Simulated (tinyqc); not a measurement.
Size of the basis: round or elliptic silicon nanowire with anisotropic valleys (Ritz method).

Wire along x = [110] on a (001) wafer, y = [-110], z = [001]. Valley groups (w = inverse masses): A, two valleys along z: w_y = 1/mt, w_z = 1/ml, m_x = mt; B, four valleys in the wafer plane: w_y = (1/ml + 1/mt)/2, w_z = 1/mt, m_x = (ml + mt)/2.

Hard wall on the ellipse (y/a)^2 + (z/b)^2 = 1, c = hbar^2/2m0. With u = y/a, v = z/b the operator is -c [(w_y/a^2) d2/du2 + (w_z/b^2) d2/dv2] on the unit disc. Basis (1 - u^2 - v^2) u^i v^j; S, X and Y are the disc integrals of f f', (df/du)(df'/du) and (df/dv)(df'/dv), from the integral of u^p v^q = 2 Gamma((p+1)/2) Gamma((q+1)/2)/((p + q + 2) Gamma((p+q+2)/2)) for even p, q; H = c (w_y X/a^2 + w_z Y/b^2).

Constants: hbar^2/2m0 = 3.80998211 eV angstrom^2.

Values chosen for the exercise (near those of a Si nanowire; shifted at random, so the results belong to these values and not to a real crystal): ml = 0.898 m0 (longitudinal mass); mt = 0.187 m0 (transverse mass); a = 31 angstrom (semi-axis along y); b = 37 angstrom (semi-axis along z).

Lowest level of each group with 1, 3, 6 and 21 even functions.

Levels (meV):

| functions | A | B |
|---|---|---|
| 1 | 72.90 | 83.07 |
| 3 | 68.61 | 80.07 |
| 6 | 68.49 | 80.06 |
| 21 | 68.49 | 80.06 |

One function errs by 6.4 % for A and 3.8 % for B, six by 0.0012 and 1.4e-05 meV. The error grows with the axis ratio of the stretched ellipse (2.62, 1.08); for a circle it is 6/5.783 - 1 = 3.7 %.

tinyqc: `OMP_NUM_THREADS=1 python tinyqc.py 1250828 1250829 out.jsonl`; about 0.02 s, one thread, shared Intel(R) Xeon(R) Processor @ 2.30GHz.
